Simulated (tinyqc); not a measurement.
# Off-state leakage of single and stacked transistors: leakage components against the threshold

n-channel devices of unit width. Subthreshold current I(Vg, Vs, Vd) = I0 (T/300 K)^0.5 exp[(Vg - Vs - VT(T) - gb (Vs - Vb) + dd (Vd - Vs))/(nf Vt)] (1 - exp(-(Vd - Vs)/Vt)), VT(T) = VT - cT (T - 300 K). Gate-edge tunnelling Ig (Vd/1 V) exp(ag (Vd - 1 V)), for a gate at 0 V, and band-to-band leakage Ab u exp(-Bb/u), u = Vd - Vb + 1 V, flow at a drain held at V; both are taken as independent of T. In a stack of off transistors (all gates at 0 V) the same subthreshold current passes through each.

One transistor with Vg = Vs = 0, Vd = V; stack factor I(one)/I(two in series).

Inputs (values chosen for the exercise); values of the order met in bulk silicon logic transistors:

| symbol | value | unit | meaning |
|---|---|---|---|
| T | 300 | K | temperature |
| V | 0.8 | V | supply voltage |
| cT | 0.9 | mV/K | fall of the threshold with temperature |
| I0 | 0.27 | uA/um | current at threshold at 300 K |
| nf | 1.19 |  | slope factor |
| dd | 0.12 |  | drain-induced lowering per volt |
| gb | 0.19 |  | rise of the threshold per volt of source-body bias |
| Ig | 1e-6 | uA/um | gate-edge tunnelling current at 1 V |
| ag | 3.4 | 1/V | exponential slope of the gate current |
| Ab | 2 | uA/(um V) | prefactor of band-to-band leakage at the drain |
| Bb | 27 | V | its exponential voltage |
| Vb | -0.6 | V | body voltage |

Constants: q = 1.602176634e-19 C, kB = 1.380649e-23 J/K, Vt = kB T/q. Results are converted to the units shown.

The same in every row: gate edge (nA/um) = 4.0529e-4; band-to-band (nA/um) = 0.062435; stack factor = 18.640.

Leakage components against the threshold:
```
VT (V)  subthreshold (nA/um)  total (nA/um)  largest part
0.15                  1.1474         1.2102  subthreshold
0.2                  0.22587        0.28871  subthreshold
0.25                0.044463        0.10730  band-to-band
0.3                0.0087529       0.071593  band-to-band
0.35               0.0017231       0.064563  band-to-band
0.4                3.3919e-4       0.063180  band-to-band
0.45               6.6772e-5       0.062907  band-to-band
0.5                1.3145e-5       0.062853  band-to-band
0.55               2.5876e-6       0.062843  band-to-band
0.6                5.0938e-7       0.062841  band-to-band
```

As VT goes from 0.15 to 0.6, the total leakage falls from 1.21 to 0.0628 nA/um. The subthreshold part leads at VT = 0.15, the band-to-band part from 0.25 on. The reduction by a stack of two stays at 18.6, for the subthreshold part alone.

Program tinyqc, `OMP_NUM_THREADS=1 python tinyqc.py 2242143 2242144 out.jsonl`; Intel Xeon 2.30GHz, shared host, one thread, about 0.03 s.
